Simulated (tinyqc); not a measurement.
What each parameter does: three-level Kane dispersion of a narrow-gap semiconductor.

Zero of energy at Gamma8, c = hbar^2/2m0, P^2 = Ep c. The free-electron term and remote bands are left out, so the heavy holes are flat at E = 0 and the other three bands obey E (E - Eg)(E + Dso) = P^2 k^2 (E + 2 Dso/3). The conduction band is the highest root; its edge is Ec = max(Eg, 0).

Degenerate electrons at T = 0: kF = (3 pi^2 n)^(1/3), 1 cm^-3 = 1e-24 angstrom^-3; EF is the highest root at kF. The momentum (cyclotron, optical) mass is m(E) = hbar^2 k/(dE/dk) = c d(k^2)/dE with d(k^2)/dE = k^2 [1/E + 1/(E - Eg) + 1/(E + Dso) - 1/(E + 2 Dso/3)]; the density of states is k d(k^2)/dE/(2 pi^2).

Edge mass m0* = Eg (Eg + Dso)/(Ep (Eg + 2 Dso/3)).
Constants: hbar^2/2m0 = 3.80998211 eV angstrom^2.

Parameters, chosen for this exercise (near those of GaSb; not measured data):
```
symbol  value    unit   meaning
Eg      0.773    eV     E(Gamma6) - E(Gamma8)
Dso     0.73     eV     spin-orbit splitting
Ep      25.7     eV     Kane energy
n       1.3e+17  cm^-3  electron density
```

Edge mass, EF - Ec and m(EF).

One parameter was then changed.

Results before and after:
```
case     m0* (m0)  EF - Ec (meV)  m(EF) (m0)
base      0.03589          25.33     0.03800
changed   0.03532          25.72     0.03744
```

Which of these changes was made? (a) Eg = 0.6571 eV; (b) Dso = 0.6205 eV; (c) n = 2.6e+17 cm^-3; (d) Ep = 21.845 eV.

Answer: (b) Dso = 0.6205 eV. Of the candidates, run in turn, only this one gives the changed row.

All candidates:
```
case               m0* (m0)  EF - Ec (meV)  m(EF) (m0)
base                0.03589          25.33     0.03800
n = 2.6e+17 cm^-3   0.03589          39.57     0.03919
Eg = 0.6571 eV      0.03101          29.03     0.03346
Dso = 0.6205 eV     0.03532          25.72     0.03744
Ep = 21.845 eV      0.04222          21.62     0.04434
```

Computed by tinyqc, a small Python program: `OMP_NUM_THREADS=1 python tinyqc.py 1080549 1080550 out.jsonl` (the numbers bound the seed that draws the inputs); one thread of a shared host (Intel(R) Xeon(R) Processor @ 2.30GHz), about 0.01 s for the whole set of steps.
